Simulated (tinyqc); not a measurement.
Two-band massive Dirac model of the K valleys: one step. The curvature from a plaquette. Three cases, with inputs chosen for the exercise.

Question. Corners counter-clockwise around k, from (-h/2, -h/2); upper eigenvector u with its first component real and positive; Omega = -(sum of arg <u_j|u_(j+1)>)/h^2.

Basis (conduction, valence): H = [[D/2, a t (tau kx - i ky)], [a t (tau kx + i ky), -D/2 + lam tau sz]], valley tau = +/-1, spin sz = +/-1. The gap of a spin and valley is G = D - lam tau sz. Berry curvature Omega = curl of i<u|grad u>; for the conduction band Omega_c = -tau 2 a^2 t^2 G/(G^2 + 4 a^2 t^2 k^2)^(3/2), and Omega_v = -Omega_c.

Give: Corners; Omega_c from the plaquette.

Case 1.

Values chosen (near those used for monolayer MoSe2; the results hold for these values, not for the real material): a = 3.316 angstrom (lattice constant); D = 1.46 eV (gap parameter); t = 0.99 eV (effective hopping); lam = 0.088 eV (half the valence spin splitting); tau = -1 (valley); sz = -1 (spin); k = (0.061, 0.111) 1/angstrom (wave vector from the valley); h = 0.02 1/angstrom (side of the plaquette).

Answer.

Corners:

| j | kx | ky | u_c | u_v | arg <u_j\|u_j+1> (rad) |
|---|---|---|---|---|---|
| 1 | 0.0510 | 0.1010 | 0.96937 | -0.11070+0.21923i | 0.009372 |
| 2 | 0.0710 | 0.1010 | 0.96462 | -0.15163+0.21570i | -0.006302 |
| 3 | 0.0710 | 0.1210 | 0.95662 | -0.14744+0.25127i | -0.010604 |
| 4 | 0.0510 | 0.1210 | 0.96091 | -0.10753+0.25511i | 0.004671 |

Omega_c from the plaquette = 7.157 angstrom^2

The formula at the centre gives 7.161; the plaquette averages over its area.

Case 2.

Values chosen (near those used for monolayer MoS2; the results hold for these values, not for the real material): a = 3.196 angstrom (lattice constant); D = 1.69 eV (gap parameter); t = 1.13 eV (effective hopping); lam = 0.083 eV (half the valence spin splitting); tau = -1 (valley); sz = -1 (spin); k = (0.038, 0.05) 1/angstrom (wave vector from the valley); h = 0.02 1/angstrom (side of the plaquette).

Answer.

Corners:

| j | kx | ky | u_c | u_v | arg <u_j\|u_j+1> (rad) |
|---|---|---|---|---|---|
| 1 | 0.0280 | 0.0400 | 0.99417 | -0.06182+0.08832i | 0.003861 |
| 2 | 0.0480 | 0.0400 | 0.99064 | -0.10484+0.08736i | -0.004520 |
| 3 | 0.0480 | 0.0600 | 0.98621 | -0.10339+0.12924i | -0.005631 |
| 4 | 0.0280 | 0.0600 | 0.98956 | -0.06095+0.13060i | 0.002694 |

Omega_c from the plaquette = 8.990 angstrom^2

The formula at the centre gives 9.004; the plaquette averages over its area.

Case 3.

Values chosen (near those used for monolayer WS2; the results hold for these values, not for the real material): a = 3.2 angstrom (lattice constant); D = 1.8 eV (gap parameter); t = 1.44 eV (effective hopping); lam = 0.203 eV (half the valence spin splitting); tau = -1 (valley); sz = -1 (spin); k = (0.103, 0.064) 1/angstrom (wave vector from the valley); h = 0.02 1/angstrom (side of the plaquette).

Answer.

Corners:

| j | kx | ky | u_c | u_v | arg <u_j\|u_j+1> (rad) |
|---|---|---|---|---|---|
| 1 | 0.0930 | 0.0540 | 0.96168 | -0.23709+0.13766i | 0.006773 |
| 2 | 0.1130 | 0.0540 | 0.95144 | -0.27775+0.13273i | -0.013381 |
| 3 | 0.1130 | 0.0740 | 0.94570 | -0.27192+0.17807i | -0.008880 |
| 4 | 0.0930 | 0.0740 | 0.95516 | -0.23168+0.18435i | 0.011826 |

Omega_c from the plaquette = 9.154 angstrom^2

The formula at the centre gives 9.158; the plaquette averages over its area.

Computed by tinyqc, one run a case: `OMP_NUM_THREADS=1 python tinyqc.py N N+1 out.jsonl` with N = 1451940, 1452175, 1452787; one thread of a shared Intel(R) Xeon(R) Processor @ 2.30GHz, about 0.01 s a run at most.
